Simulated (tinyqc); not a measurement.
# n-type polysilicon, carrier trapping at grain boundaries: effect of the doping

One-dimensional grains of size Lg, uniform ionised doping N, monovalent traps Qt at each boundary at a depth Et below (for electrons) or above (for holes) the band edge there, abrupt depletion of width W on each side of a boundary, Boltzmann statistics. xi is the distance from the band edge at the grain centre to the Fermi level. Trapped charge Qt/(1 + exp((xi + VB - Et)/Vt)) = 2 N W, barrier VB = q N W^2/(2 eps0 eps_r).

If the trap equation with xi = Vt ln(NB/N) has a root W < Lg/2, the grain is partly depleted; otherwise W = Lg/2 and the trap equation gives xi = Et - VB + Vt ln(Qt/(N Lg) - 1). N* = Qt/Lg. n0 = NB exp(-xi/Vt); mean density n0 (1 - 2 W/Lg) by charge balance in a partly depleted grain, and n0 (sqrt(pi)/2) erf(u)/u with u = sqrt(VB/Vt) in a fully depleted one; v = sqrt(kB T/(2 pi ms m0)); barrier resistivity Vt exp(VB/Vt)/(q fe n0 v Lg); grain resistivity (1 - 2 W/Lg)/(q n0 mug); effective mobility 1/(q mean density total resistivity). Rows with xi above 0.45 V, towards mid-gap, are left out, since the other carrier type is ignored.

Parameters, values chosen for the exercise; values of the order met in polycrystalline silicon: temperature T = 300 K; relative permittivity eps_r = 11.7; conduction-band density of states at T NB = 2.8e19 cm^-3; grain size Lg = 260 nm; trap density of a grain boundary Qt = 2.4e12 cm^-2; depth of the trap level from the majority band edge at the boundary Et = 0.46 eV; mass for thermionic emission ms = 0.58 m0; correction factor of the emission rate fe = 0.25; mobility inside the grains mug = 200 cm^2/(V s).

Constants: q = 1.602176634e-19 C, kB = 1.380649e-23 J/K, m0 = 9.1093837015e-31 kg, Vt = kB T/q, eps0 = 8.8541878128e-14 F/cm where lengths are in cm. Results are converted to the units shown.

Result of one run:

| N (cm^-3) | N/N* | depleted share 2 W/Lg | VB (V) | xi (V) | mean density (cm^-3) | resistivity (ohm cm) | effective mobility (cm^2/(V s)) |
|---|---|---|---|---|---|---|---|
| 4e17 | 4.333 | 0.2236 | 0.2613 | 0.1098 | 3.106e17 | 431.2 | 0.04661 |

What becomes of these results when the doping N is changed from 4e17 to 2e16 cm^-3, all else the same?

Result of the changed run:

| N (cm^-3) | N/N* | depleted share 2 W/Lg | VB (V) | xi (V) | mean density (cm^-3) | resistivity (ohm cm) | effective mobility (cm^2/(V s)) |
|---|---|---|---|---|---|---|---|
| 2e16 | 0.2167 | 1.000 | 0.2614 | 0.2319 | 9.940e14 | 4.847e4 | 0.1295 |

The whole series:

| N (cm^-3) | N/N* | depleted share 2 W/Lg | VB (V) | xi (V) | mean density (cm^-3) | resistivity (ohm cm) | effective mobility (cm^2/(V s)) |
|---|---|---|---|---|---|---|---|
| 9.7e15 | 0.1051 | 1.000 | 0.1268 | 0.3886 | 3.314e12 | 1.142e5 | 16.50 |
| 2e16 | 0.2167 | 1.000 | 0.2614 | 0.2319 | 9.940e14 | 4.847e4 | 0.1295 |
| 4.3e16 | 0.4658 | 0.7416 | 0.3090 | 0.1675 | 1.111e16 | 2.540e4 | 0.02211 |
| 9e16 | 0.9750 | 0.5146 | 0.3114 | 0.1484 | 4.369e16 | 1.332e4 | 0.01073 |
| 1.9e17 | 2.058 | 0.3511 | 0.3062 | 0.1291 | 1.233e17 | 5143 | 0.009844 |
| 4e17 | 4.333 | 0.2236 | 0.2613 | 0.1098 | 3.106e17 | 431.2 | 0.04661 |
| 8.4e17 | 9.100 | 0.1099 | 0.1325 | 0.09065 | 7.477e17 | 1.443 | 5.787 |
| 1.8e18 | 19.50 | 0.05128 | 0.06186 | 0.07095 | 1.708e18 | 0.05919 | 61.75 |
| 3.7e18 | 40.08 | 0.02495 | 0.03010 | 0.05232 | 3.608e18 | 0.01431 | 120.9 |

As N goes from 9.7e15 to 3.7e18, VB goes from 0.127 through a maximum of 0.311 (at N = 9e16 among the rows listed) to 0.0301 V, the resistivity falls from 1.14e5 to 0.0143 ohm cm and the effective mobility goes from 16.5 through a minimum of 0.00984 (at N = 1.9e17 among the rows listed) to 121 cm^2/(V s). The steepest fall of the resistivity among the rows, as N^(-7.7), lies between N = 4e17 and 8.4e17 cm^-3; N* = 9.23e16 cm^-3. While the grain is fully depleted VB grows as N; once the traps are full it falls as 1/N. For N = 3.7e18 xi is under 2.5 Vt, where Boltzmann statistics begin to fail. For N = 2e16 the grain is near the changeover between partial and full depletion, within a few Debye lengths, where both limits are rough.

Program tinyqc, `OMP_NUM_THREADS=1 python tinyqc.py 2830167 2830168 out.jsonl`; Intel Xeon 2.30GHz, shared host, one thread, about 0.01 s.
